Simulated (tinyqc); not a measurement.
Two electrons on one impurity (helium-like model): sweeps and comparisons. A value that a table varies takes the place of the one given here.

Units Ha* = 2 Ry m/eps^2 and a* = a0 eps/m. One electron is bound by Z^2/2. Two electrons in the singlet built from exp(-a r) and exp(-b r): S = 8 (ab)^(3/2)/(a + b)^3, h_aa = a^2/2 - Z a, h_bb alike, h_ab = S (ab/2 - Z (a + b)/2), J = ab (a^2 + 3ab + b^2)/(a + b)^3, K = 20 (ab)^3/(a + b)^5, E = (h_aa + h_bb + 2 S h_ab + J + K)/(1 + S^2). For a = b this is a^2 - 2 Z a + 5a/8. Real double donors are deeper, since the central cell is left out.

Constants: e^2/(4 pi eps0) = 14.39964547 eV angstrom.

Parameters, chosen for this exercise (near those of impurities in GaAs; shifted at random, so the results belong to these values and not to a real crystal):
- m = 0.065 m0 (one mean mass)
- eps = 12.7 (dielectric constant)
- Zs = (0.97, 1.05, 1.24, 1.51, 2.18, 2.96, 3.36) (charges)
- a_lat = 5.653 angstrom (lattice constant)
- Eg = 1.51 eV (gap)
- ED = 6.2 meV (donor binding)
- EA = 25.2 meV (acceptor binding)
- W0 = 0.28 x 1e7/s (rate at zero distance)
- kind = same (sublattices of donor and acceptor)
- shells = (1717, 2199, 5307, 7801, 8823, 15052, 18099) (shell numbers)

## Effective charge

Ha* = 10.9662 meV

Binding of the first electron, of the second (-E - Z^2/2) with equal and with unequal orbitals, and U, the first less the second (unequal).

Results (meV):

| Z | first | second, equal | second, unequal | a/b | U | U/(Z Ha*) |
|---|---|---|---|---|---|---|
| 0.97 | 5.2 | -0.42 | 0.05 | 4.09 | 5.1 | 0.481 |
| 1.05 | 6.0 | -0.08 | 0.34 | 3.25 | 5.7 | 0.495 |
| 1.24 | 8.4 | 1.00 | 1.37 | 2.55 | 7.1 | 0.519 |
| 1.51 | 12.5 | 3.22 | 3.56 | 2.15 | 8.9 | 0.540 |
| 2.18 | 26.1 | 12.19 | 12.49 | 1.77 | 13.6 | 0.568 |
| 2.96 | 48.0 | 28.82 | 29.11 | 1.59 | 18.9 | 0.583 |
| 3.36 | 61.9 | 39.94 | 40.23 | 1.54 | 21.7 | 0.588 |

Equal orbitals bind a second electron only above Z = (5/16)/(1 - 1/sqrt2) = 1.067; unequal ones do so in 7 of the 7 rows. Their gain is 0.47 meV in the first row and 0.28 in the last, while the second binding grows to 40 meV, so the gain decides the matter only near Z = 1. U grows almost linearly with Z: U/(Z Ha*) goes from 0.481 to 0.588, towards 5/8, while the first binding grows as Z^2. Angular correlation is left out: at Z = 1 this function binds the second electron by 0.0133 Ha*, half the exact 0.0278.

## Pair lines (donor-acceptor pair recombination)

h nu = Eg - ED - EA + q/(eps R), q = e^2/(4 pi eps0); shell j lies at R = a_lat sqrt(j/2) for the same sublattice and a_lat sqrt(j/2 - 5/16) for opposite ones (on the same sublattice shells 14, 30, 46, 56, 62, ... are empty, where 2j has the form 4^a (8b + 7)); rate W = W0 exp(-2R/aD) with the donor radius aD = q/(2 eps ED). Polarisation and overlap terms, which matter for close pairs, are left out.

Energy, rate and lifetime for each shell.

Lines:

| shell | R (angstrom) | Coulomb (meV) | h nu (eV) | step to the next shell (meV) | 1/W (microsecond) |
|---|---|---|---|---|---|
| 1717 | 165.63 | 6.8 | 1.4854 | 0.0020 | 13.4 |
| 2199 | 187.45 | 6.0 | 1.4846 | 0.0014 | 21.5 |
| 5307 | 291.20 | 3.9 | 1.4825 | 0.00037 | 208 |
| 7801 | 353.05 | 3.2 | 1.4818 | 0.00021 | 806 |
| 8823 | 375.47 | 3.0 | 1.4816 | 0.00034 | 1.32e+03 |
| 15052 | 490.41 | 2.3 | 1.4809 | 7.7e-05 | 1.63e+04 |
| 18099 | 537.76 | 2.1 | 1.4807 | 5.8e-05 | 4.58e+04 |

limit for distant pairs = 1.4786 eV
aD = 91.4 angstrom

The lines crowd together, on average as R^-3: the step falls from 0.002 to 5.8e-05 meV, so distant pairs merge into a band. Close pairs emit higher and 3.43e+03 times faster over this table, so the band shifts to lower energy with delay and to higher energy with stronger pumping. All these lines lie below Eg, and R/aD runs from 1.8 up.

Program tinyqc; command `OMP_NUM_THREADS=1 python tinyqc.py 1250666 1250667 out.jsonl`; about 0.05 s on one thread of a shared Intel(R) Xeon(R) Processor @ 2.30GHz.
